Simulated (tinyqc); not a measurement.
# Surface concentration from sheet resistance and junction depth

Problem. A p-type layer has N(x) = N0 exp(-(x/Ld)^2), xj = Ld sqrt(ln(N0/Nb)), N0 below Ns. Active dopant A = min(N, Ns); p solves p (p + Nb)/(A - Nb - p) = K, K = (NB/gd) exp(-E/Vt), E = max(Ei - ks A^(1/3), 0), so p = 2 K (A - Nb)/[Nb + K + sqrt((Nb + K)^2 + 4 K (A - Nb))]; mobility mu = m1 + (m2 (T/300 K)^(-bt) - m1)/(1 + ((A + Nb)/Nr)^am). 1/Rs = q times the integral of p mu from 0 to xj. Find N0, Ld and the dose down to xj.

Values chosen for this exercise: temperature T = 400 K; background doping of the opposite type Nb = 1.1e14 cm^-3; mobility limit at high doping m1 = 16.2 cm^2/(V s); mobility limit at low doping, at 300 K m2 = 126 cm^2/(V s); reference doping of the mobility law Nr = 1.78e19 cm^-3; exponent of the mobility law am = 0.352; temperature exponent of m2 bt = 2.5; solubility limit of active dopant Ns = 1.03e20 cm^-3; valence-band density of states at T NB = 3.86e19 cm^-3; ionisation energy in the dilute limit Ei = 0.205 eV; degeneracy factor of the level gd = 4; lowering of Ei per N^(1/3) ks = 0 eV cm.

Constants: q = 1.602176634e-19 C, kB = 1.380649e-23 J/K, Vt = kB T/q. Results are converted to the units shown.

Rs = 56026.353 ohm/square
xj = 198.78053 nm

Answer. For a given shape and background, Rs xj depends on N0 alone and falls as N0 rises (an Irvin curve), so it fixes N0; xj then gives Ld.

N0 = 4.500e18 cm^-3
Ld = 61.00 nm
dose = 2.433e13 cm^-2

Program tinyqc, `OMP_NUM_THREADS=1 python tinyqc.py 2110003 2110004 out.jsonl`; Intel Xeon 2.30GHz, shared host, one thread, about 0.01 s.
